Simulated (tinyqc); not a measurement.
# Thermoelectric coefficients with electrons and holes, Landauer integrals, step by step

Program tinyqc, `OMP_NUM_THREADS=1 python tinyqc.py 2800028 2800029 out.jsonl`; Intel Xeon 2.30GHz, shared host, one thread, about 0.03 s. Printed values are rounded.

Bulk parabolic band, x = (E - Ec)/kB T, C = hbar^2/(2 m0), kB T in eV. Modes per area gv m kB T x/(4 pi C) times the back-scattering length l0 x^rr give the transport function s0 X(x), s0 = (2 q^2/h) gv m kB T l0/(4 pi C), X = x^(1 + rr). Holes have the same form with the prefactor bb s0 and the reduced level -eta - xg in place of eta. I_k = int X (x - eta)^k w dx, w = 1/(4 cosh^2((x - eta)/2)).

Values chosen for this exercise: temperature T = 700 K; mass of one valley m = 0.43 m0; valleys gv = 3; back-scattering length at x = 1 l0 = 17 nm; energy exponent of that length rr = 0; lattice thermal conductivity kL = 1.3 W/(m K); reduced Fermi level (EF - Ec)/kB T eta = 0.7; gap over kB T xg = 5.5; ratio of the hole prefactor to the electron prefactor bb = 0.51; lower end of the grid xa = 0; upper end of the grid xe = 11; points of the grid nE = 13.

Constants: q = 1.602176634e-19 C, kB = 1.380649e-23 J/K, hbar = 1.054571817e-34 J s, h = 6.62607015e-34 J s, m0 = 9.1093837015e-31 kg, Vt = kB T/q, hbar^2/(2 m0) = 0.0380998212 eV nm^2. Results are converted to the units shown.

Range of the model: Parabolic bands, elastic scattering and a fixed kL make these model figures, not those of a material.

## The three integrals on a coarse grid

Simpson's rule on nE equally spaced points from xa to xe.

```
point	x	X	w	X w
0	0.00000	0	0.2217129	0
1	0.91667	0.9166667	0.2470888	0.2264980
2	1.83333	1.833333	0.1842316	0.3377579
3	2.75000	2.75	0.1010444	0.2778722
4	3.66667	3.666667	0.04655812	0.1707131
5	4.58333	4.583333	0.01976032	0.09056811
6	5.50000	5.5	0.008095944	0.04452769
7	6.41667	6.416667	0.003269111	0.02097680
8	7.33333	7.333333	0.001312314	0.009623637
9	8.25000	8.25	5.255570e-4	0.004335845
10	9.16667	9.166667	2.102765e-4	0.001927534
11	10.08333	10.08333	8.410020e-5	8.480104e-4
12	11.00000	11	3.363083e-5	3.699392e-4
```

I_0, I_1, I_2 on this grid: 1.104237  2.106557  6.506207

Converged values are 1.1032, 2.1164 and 6.5655; the grid is 0.095 % above the first and 0.90 % below the last.

## Coefficients of the electrons

converged I_0, I_1, I_2: 1.103186  2.116351  6.565477

sigma = s0 I_0, S = -(kB/q) I_1/I_0, Lorenz number L = (kB/q)^2 [I_2/I_0 - (I_1/I_0)^2], kappa_e = L sigma T.

s0 = 2140.777 S/cm
sigma = 2361.676 S/cm
S = -165.3148 uV/K
L = 1.686501 x 1e-8 V^2/K^2
kappa_e = 2.788077 W/(m K)

L is 31 % below the Sommerfeld value (pi^2/3)(kB/q)^2 = 2.443e-8 V^2/K^2. The non-degenerate form -(kB/q)(2 + rr - eta) gives -112 uV/K, 32 % below S in size.

## Both bands together

converged I_0, I_1, I_2 of the holes: 0.002027374  0.01662652  0.1404101

sigma = s0 I_0, S = -(kB/q) I_1/I_0, Lorenz number L = (kB/q)^2 [I_2/I_0 - (I_1/I_0)^2], kappa_e = L sigma T. With both bands: sigma = sigma_n + sigma_p, S = (sigma_n S_n + sigma_p S_p)/sigma with S_p = +(kB/q) I_1/I_0 of the holes, and kappa_e is the sum of L sigma T of both bands and the bipolar term sigma_n sigma_p (S_p - S_n)^2 T/sigma. Power factor S^2 sigma, ZT = S^2 sigma T/(kappa_e + kL).

sigma_p = 2.213480 S/cm
S_p = 706.7087 uV/K
S = -164.4983 uV/K
bipolar kappa = 0.1177127 W/(m K)
ZT = 1.064052

Holes carry 0.0936 % of the conductivity and change S from -165 to -164 uV/K. Electrons alone would give ZT = 1.11.
